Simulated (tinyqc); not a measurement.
Cluster expansion of a binary alloy: correlations, fit, cross-validation and ground states. From one set of inputs to another, one input at a time. Computed by tinyqc, a small Python program. Command: `OMP_NUM_THREADS=1 python tinyqc.py 3007780 3007781 out.jsonl clex ladder`. One thread of a shared host (Intel(R) Xeon(R) Processor @ 2.30GHz), about 0.06 s of CPU time with the checks.

s = +1 for A and -1 for B. Energy per site E = J0 + J1 P(point) + sum over clusters of m V P, with P the mean product of spins; V > 0 on a pair favours unlike neighbours. Clusters per site m: pair 1 4, pair 2 3, pair 3 6, triplet 12; the triplet is two first-neighbour bonds closed by a second-neighbour bond. Formation energies are counted from the line between pure A and pure B, which removes J0 and J1.

The inputs printed are set A. Inputs not listed in the table keep their values of set A, so the rows need not describe a real material.

Inputs (values chosen for the exercise, for a model alloy):
```
quantity                    value      unit
first-pair interaction V1    18.2       meV
second-pair interaction V2   -2.4       meV
third-pair interaction V3    0.28       meV
triplet interaction Vt       -4.1       meV
noise amplitude               7.3  meV/site
temperature T                1200         K
fraction x of B               0.2         -
```

Lattice: bcc.

correlations P, counted on periodic cells:
```
                      point     pair 1     pair 2     pair 3    triplet
A                  1.000000   1.000000   1.000000   1.000000   1.000000
A3B D0_3           0.500000   0.000000   0.000000   1.000000  -0.500000
A3B (001) layers   0.500000   0.000000   0.666667   0.333333   0.166667
A2B C11_b          0.333333  -0.333333   0.555556   0.111111  -0.111111
AB B2              0.000000  -1.000000   1.000000   1.000000   0.000000
AB B32             0.000000   0.000000  -1.000000   1.000000   0.000000
A2B2 B11           0.000000   0.000000   0.333333  -0.333333   0.000000
AB (110) layers    0.000000   0.000000  -0.333333  -0.333333   0.000000
AB2 C11_b         -0.333333  -0.333333   0.555556   0.111111   0.111111
AB3 D0_3          -0.500000   0.000000   0.000000   1.000000   0.500000
AB3 (001) layers  -0.500000   0.000000   0.666667   0.333333  -0.166667
B                 -1.000000   1.000000   1.000000   1.000000  -1.000000
```

standard normal numbers for the noise (0 for the pure ends): A 0.000, A3B D0_3 -0.061, A3B (001) layers 0.690, A2B C11_b 0.130, AB B2 -1.385, AB B32 -0.600, A2B2 B11 1.588, AB (110) layers -0.677, AB2 C11_b 0.795, AB3 D0_3 -0.239, AB3 (001) layers 0.684, B 0.000

Constants: k_B = 8.617333262e-05 eV/K.

Method:
- Design matrix of formation energies: m (P - 1) for pairs and m (P(triplet) - P(point)) for the triplet; x = (1 - P(point))/2.
- Exact: X V with V = (V1, V2, V3, Vt). The data to fit add the noise amplitude times the normal numbers, standing for what the clusters leave out.
- Leave out pair 3: A = X^T X and b = X^T E (E being the data with noise) over these three columns; solve A V = b. The root-mean-square error runs over the structures between the pure ends.
- Height above the hull = E less the lowest straight line between two structures that bracket x (or the lowest structure at the same x). The three-term fit is X V with the fitted values.
- Random alloy: P(pair) = p^2, P(triplet) = p^3, p = 1 - 2x, so H_mix = (p^2 - 1) sum m V(pairs) + (p^3 - p) m Vt; G_mix = H_mix + k_B T [x ln x + (1 - x) ln(1 - x)]. To first order in 1/T the Warren-Cowley parameter of shell 1 is alpha_1 = -(1 - p^2) V_eff/(k_B T), V_eff = V1 + (number of triplets on a first-neighbour bond) p Vt, that number being 6.

Each row keeps all changes above it; columns: (1) input moved; (2) from; (3) to; (4) mixing enthalpy H_mix (meV/site); (5) mixing free energy G_mix (meV/site); (6) lowest exact formation energy (meV/site):
```
(1)                                (2)   (3)       (4)     (5)     (6)
set A                                -     -  -24.1664  -75.91  -145.6
second-pair interaction V2 (meV)  -2.4  -1.7  -25.5104  -77.26  -145.6
triplet interaction Vt (meV)      -4.1  -1.3  -38.4128  -90.16  -145.6
fraction x of B                    0.2   0.9  -29.4696  -63.09  -145.6
temperature T (K)                 1200   800  -29.4696  -51.88  -145.6
first-pair interaction V1 (meV)   18.2  10.4  -18.2376  -40.65   -83.2
noise amplitude (meV/site)         7.3   4.6  -18.2376  -40.65   -83.2
third-pair interaction V3 (meV)   0.28  0.65  -19.0368  -41.45   -83.2
```

Where does the difference come from?

Mixing enthalpy H_mix goes from -24.2 to -19.0, +5.13 in all. The largest single move comes from triplet interaction Vt (-12.9), but it runs against the net change; the largest move in the direction of the net change is first-pair interaction V1 (+11.2). Mixing free energy G_mix goes from -75.9 to -41.4, +34.5 in all. The largest single move comes from fraction x of B (+27.1), and triplet interaction Vt works against it (-12.9). Lowest exact formation energy goes from -146 to -83.2, +62.4 in all. The largest single move comes from first-pair interaction V1 (+62.4). The single moves hold for this order of the switches; the total does not depend on the order.

Extremes, crossings and ranges named in words are read from the listed rows.
